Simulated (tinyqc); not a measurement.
# Series resistance and length offset from two lengths at two overdrives

Problem. In strong inversion R W = Rsd + k(x)(L - dL), k(x) = (1 + th1 x)/(mu0 Cox x), x the overdrive, Cox = eps0 eox/tox, with Rsd and dL independent of x. Find dL, Rsd, mu0 and th1.

Inputs (values chosen for the exercise): relative permittivity of the gate insulator (close to zirconium oxide) eox = 25.7; insulator thickness tox = 6 nm.

Constants: eps0 = 8.8541878128e-14 F/cm where lengths are in cm. Results are converted to the units shown.

total resistance times width (ohm um):
```
                  L = 0.091 um  L = 1.3 um
overdrive 0.44 V    320.619379  3425.97096
overdrive 1.26 V    197.620676  1489.49138
```

Solution. At each overdrive R W is a straight line in L; the two lines cross at L = dL, R W = Rsd. Their slopes give k x = (1 + th1 x)/(mu0 Cox), a straight line in x.

dL = 0.009000 um
Rsd = 110.0 ohm um
mu0 = 260.0 cm^2/(V s)
th1 = 0.2600 1/V

Numbers from tinyqc (`OMP_NUM_THREADS=1 python tinyqc.py 2210102 2210103 out.jsonl`; about 0.01 s on one thread of a shared Intel Xeon 2.30GHz).
